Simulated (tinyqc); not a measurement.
# Free and trapped electrons in a MOS channel with a dense trap tail: free and trapped charge against gate voltage

p-type body, charge-sheet picture, full ionisation (an idealisation for deep acceptors), Boltzmann statistics for free electrons. e = Ec - EF at the surface. Acceptor-like traps of density D(E) = D0 + De exp(-E/Ew) at depth E below Ec, from 0 to Eu, hold n_t = integral of D(E)/(1 + exp((e - E)/Vt)). psi = Eg - Vt ln(Nv/Na) - e; N_dep = sqrt(2 eps0 eps_r Na (psi - Vt)/q); n_f = sqrt(N_dep^2 + 2 eps0 eps_r Vt Nc exp(-e/Vt)/q) - N_dep; Vg = Vfb + psi + q (N_dep + n_t + n_f)/Cox, Cox = eps0 eox/tox.

Free share n_f/(n_f + n_t); swing ln 10 n_f/(dn_f/dVg); field-effect mobility mf q (dn_f/dVg)/Cox, for a constant mf; oxide field q (N_dep + n_t + n_f)/(eps0 eox).

Values chosen for this exercise; band and dielectric values close to those of 4H silicon carbide: temperature T = 300 K; band gap Eg = 3.24 eV; relative permittivity eps_r = 9.68; conduction-band density of states at T Nc = 1.69e19 cm^-3; valence-band density of states at T Nv = 2.53e19 cm^-3; relative permittivity of the insulator eox = 3.9; insulator thickness tox = 76 nm; acceptor density Na = 2.2e16 cm^-3; flat-band voltage without trapped charge Vfb = -2.79 V; constant background density of acceptor-like traps D0 = 4.9e10 cm^-2 eV^-1; density of the tail at the conduction edge De = 4.9e12 cm^-2 eV^-1; decay energy of the tail Ew = 0.14 eV; depth below Ec down to which the traps reach Eu = 0.81 eV; mobility of free electrons mf = 130 cm^2/(V s).

Constants: q = 1.602176634e-19 C, kB = 1.380649e-23 J/K, Vt = kB T/q, eps0 = 8.8541878128e-14 F/cm where lengths are in cm. Results are converted to the units shown.

Result of one run:
columns A: e (eV); B: n_f (cm^-2); C: n_t (cm^-2); D: free share (%); E: swing (mV/decade); F: field-effect mobility (cm^2/(V s)); G: oxide field (MV/cm)
```
A                 B         C      D        E      F      G
-0.007359  1.786e12  6.644e11  72.89  1.518e4  124.2  1.530
```

Which gate voltage Vg gave this result: 8.9, 10.4, 11.9, 13.4 or 14.8 V?

Vg = 11.9 V.

The whole series:
columns A: Vg (V); B: e (eV); C: n_f (cm^-2); D: n_t (cm^-2); E: free share (%); F: swing (mV/decade); G: field-effect mobility (cm^2/(V s)); H: oxide field (MV/cm)
```
A             B         C         D         E        F         G       H
2.9      0.3835   1.067e6  6.569e10  0.001624    172.3  0.006535  0.3968
4.4      0.1165  3.053e10  3.460e11     8.109    819.8     39.31  0.5590
5.9     0.05625  2.726e11  5.037e11     35.11     3010     95.57  0.7485
7.4     0.03096  6.148e11  5.762e11     51.62     5842     111.1  0.9425
8.9     0.01466  9.908e11  6.187e11     61.56     8864     118.0   1.138
10.4   0.002452  1.384e12  6.460e11     68.17  1.199e4     121.8   1.334
11.9  -0.007359  1.786e12  6.644e11     72.89  1.518e4     124.2   1.530
13.4   -0.01558  2.196e12  6.772e11     76.43  1.843e4     125.7   1.726
14.8   -0.02221  2.581e12  6.860e11     79.00  2.151e4     126.7   1.909
```

n_f reaches 1e11 cm^-2 at Vg = 4.97 V, against 3.47 V without traps. The free share rises from 0.00162 to 79.0 % and the field-effect mobility rises from 0.00654 to 127 cm^2/(V s), although mf = 130 is constant: in the last row 97.4 % of Cox dVg goes into free electrons. The swing in the first row is 172 mV a decade (Vt ln 10 = 59.5). For Vg = 7.4, 8.9, 10.4, 11.9, 13.4, 14.8 EF lies less than 2 Vt below the band edge, or above it, where degeneracy and confinement, left out, matter.

Program tinyqc, `OMP_NUM_THREADS=1 python tinyqc.py 2222056 2222057 out.jsonl`; Intel Xeon 2.30GHz, shared host, one thread, about 0.03 s.
